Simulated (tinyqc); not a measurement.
Width and zero-phonon weight against temperature: configuration-coordinate model of a defect: Huang-Rhys factor and luminescence line shape. Computed by tinyqc, a small Python program. Command: `OMP_NUM_THREADS=1 python tinyqc.py 3025755 3025756 out.jsonl ccline walk`. One thread of a shared host (Intel(R) Xeon(R) Processor @ 2.30GHz), about 0.02 s of CPU time with the checks.

Ground state E_g(Q) = (1/2) omega_g^2 Q^2; excited state E_e(Q) = E_0 + (1/2) omega_e^2 (Q - dQ)^2 with omega_e = omega_g and E_0 = E_ZPL. Q is mass-weighted; the dipole does not depend on Q (Condon approximation).

Inputs (values chosen for the exercise, for a model defect): zero-phonon energy E_ZPL = 1.27 eV; displacement dQ = 0.541 u^(1/2) angstrom; ground-state phonon hbar omega_g = 29.4 meV.

Modes: equal frequencies in both states.

Constants: hbar^2/u = 4.18015928e-03 eV angstrom^2; k_B = 8.617333262e-05 eV/K.

Method:
- S = hbar omega dQ^2/(2 hbar^2/u) for each state; relaxation energy S hbar omega; absorption at E_0 + S_e hbar omega_e, emission at E_0 - S_g hbar omega_g; the Stokes shift is their difference.
- Overlaps <m_e|n_g> of harmonic-oscillator functions (Hermite recursion, positive leading coefficients) by a sum over an even grid (700 points from x = -9 to 9 + d for the small table, 1500 points from -16 to 16 + d for the thermal sums), with x = Q sqrt(omega_g/hbar), d = sqrt(2 S_g) and frequency ratio omega_e/omega_g.
- Initial levels m = 0..24 carry Boltzmann weights exp(-m hbar omega_e/k_B T), normalised; final levels n = 0..79; a line lies at E_ZPL + m hbar omega_e - n hbar omega_g with weight w_m <m|n>^2. Moments are taken over these weights without the E^3 factor; FWHM = 2 sqrt(2 ln 2) x standard deviation; the zero-phonon weight is the sum of w_m <m|m>^2.
- For comparison: FWHM(0) sqrt(coth(hbar omega_e/2 k_B T)) with FWHM(0) from the first row, and exp(-S_g coth(hbar omega_e/2 k_B T)).

S_g = 1.02925

Against temperature:
```
T (K)  mean energy (eV)  FWHM (eV)  coth law (eV)  zero-phonon weight  exp(-S coth)
17               1.2397    0.07024        0.07024             0.35728       0.35728
51               1.2397    0.07032        0.07032             0.35683       0.35636
100              1.2397    0.07259        0.07259             0.34561       0.33305
170              1.2397    0.08041        0.08041             0.31124       0.25953
270              1.2397    0.09392        0.09392             0.26549       0.15878
410              1.2397    0.11195        0.11195             0.22377       0.07318
580              1.2397    0.13135        0.13135             0.19327       0.02733
```

What does the comparison show, and why?

The width grows by a factor 1.87, flat while k_B T is well below hbar omega and as sqrt(T) above; for equal frequencies the coth law is exact. The mean energy stays fixed, as it must for equal frequencies. The zero-phonon weight goes from 0.357 to 0.193; the single exponential assumes equal frequencies, leaves out lines that absorb and emit the same number of phonons, and falls to 0.0273.
